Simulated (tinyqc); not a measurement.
Thermal boundary conductance by the acoustic and diffuse mismatch models: one step, computed by the program tinyqc.

Each side has one longitudinal and two transverse Debye branches, omega = v q up to q_D = (6 pi^2 n)^(1/3), with n counting all atoms. Scattering at the interface is elastic. Electrons are left out of G, also for metals. Melting is ignored. G refers to the temperatures of the phonons sent towards the interface. Linear branches over all atoms overstate G at high T, most for crystals with several atoms a cell.

Task: Cut-off frequencies and impedances. omega_c = v q_D for each branch, given as hbar omega_c/k_B; impedance Z = rho v.

Inputs (values chosen for the exercise, for two model solids):

| quantity | value | unit |
|---|---|---|
| density rho_1 | 2.85 | g/cm^3 |
| longitudinal velocity vL_1 | 4490 | m/s |
| transverse velocity vT_1 | 2170 | m/s |
| atom density n_1 | 59.2 | 1/nm^3 |
| density rho_2 | 9.54 | g/cm^3 |
| longitudinal velocity vL_2 | 2860 | m/s |
| transverse velocity vT_2 | 1370 | m/s |
| atom density n_2 | 118 | 1/nm^3 |

Structure: film on a substrate.

Constants: hbar = 1.054571817e-34 J s; k_B = 1.380649e-23 J/K.

Give: Branches.

Result:

Branches:

| branch | v (m/s) | cut-off (K) | Z (1e6 kg/(m^2 s)) |
|---|---|---|---|
| L, side 1 | 4490 | 521.0 | 12.7965 |
| T, side 1 | 2170 | 251.8 | 6.1845 |
| L, side 2 | 2860 | 417.6 | 27.2844 |
| T, side 2 | 1370 | 200.1 | 13.0698 |
